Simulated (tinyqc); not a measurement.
Stacked nanosheet transistor, parasitic resistance, capacitance and delay: two steps of the calculation.

Ns sheets share one contact on top; each has perimeter p = 2 (Ws + ts) and cross-section A = Ws ts; contact width Wc = Ws + 10 nm, stack height Hs = Ns pv. Sheet 1 is the top one. Contact length Lc = CPP - Lg - 2 Lsp, shared by two neighbouring gates. Source and drain sides are equal. The formulas are first-order estimates, not field solutions.

Values chosen for this exercise; values close to those of silicon logic devices:

| symbol | value | unit | meaning |
|---|---|---|---|
| T | 300 | K | temperature |
| Ns | 4 |  | number of sheets |
| Ws | 50 | nm | sheet width |
| ts | 7 | nm | sheet thickness |
| rv | 198 | ohm | vertical resistance between sheet levels |
| CPP | 45 | nm | contacted gate pitch |
| Lg | 12 | nm | gate length |
| Lsp | 7 | nm | spacer length |
| rc | 9.2e-10 | ohm cm^2 | contact resistivity |
| re | 0.0007 | ohm cm | resistivity of the source-drain epitaxy |
| te | 15 | nm | current-carrying depth of the epitaxy |
| rx | 0.00061 | ohm cm | resistivity of the extension |
| Cinv | 2.6 | uF/cm^2 | inversion capacitance |
| vx | 8.5e6 | cm/s | injection velocity |
| mu | 250 | cm^2/(V s) | apparent mobility |
| VT | 0.3 | V | threshold at zero drain voltage |
| dl | 0.027 | V/V | barrier lowering |
| n | 1.17 |  | subthreshold factor |
| Vdd | 0.7 | V | supply voltage |

Constants: q = 1.602176634e-19 C, kB = 1.380649e-23 J/K, Vt = kB T/q. Results are converted to the units shown.

Task 1. Geometry and resistances. Epitaxy sheet resistance Rsh = re/te, transfer length LT = sqrt(rc/Rsh), contact Rc = [sqrt(rc Rsh)/Wc] coth(Lc/(2 LT)); extension of one sheet Rx = rx Lsp/A. Effective width N p; for equal currents and rv = 0 one side has Rc + Rx/N.

Give: Lc; effective width; Rsh; LT; Rc; Rx; one side times effective width.

Result 1.

Lc = 19.000 nm
effective width = 456.00 nm
Rsh = 466.67 ohm
LT = 14.041 nm
Rc = 185.31 ohm
Rx = 122.00 ohm
one side times effective width = 98.411 ohm um

Task 2. Sheet currents at Vgs = Vdd, Vds = Vdd/2. One sheet: I = p Q vx u/(1 + |u|^1.8)^(1/1.8), Q = Cinv n Vt ln(1 + exp((Vg' - VT + dl Vd')/(n Vt))), u = Vd' mu/(vx Lg), Vg' = Vgs - v, Vd' = Vds - 2 v, with the drop on each side v_j = Rc sum I + rv (sum over levels k = 2..j of the current of sheets k..Ns) + Rx I_j. I(new) = I + 0.5 (I(out) - I).

I at the start (uA): sheet 1 0, sheet 2 0, sheet 3 0, sheet 4 0
Rc = 185.31280 ohm
Rx = 122 ohm

Give: drop v; I(out); I after iteration 1.

Result 2.

drop v (mV): sheet 1 0, sheet 2 0, sheet 3 0, sheet 4 0
I(out) (uA): sheet 1 102.0, sheet 2 102.0, sheet 3 102.0, sheet 4 102.0
I after iteration 1 (uA): sheet 1 50.99, sheet 2 50.99, sheet 3 50.99, sheet 4 50.99

Program tinyqc, `OMP_NUM_THREADS=1 python tinyqc.py 2170173 2170174 out.jsonl`; Intel Xeon 2.30GHz, shared host, one thread, about 0.1 s.
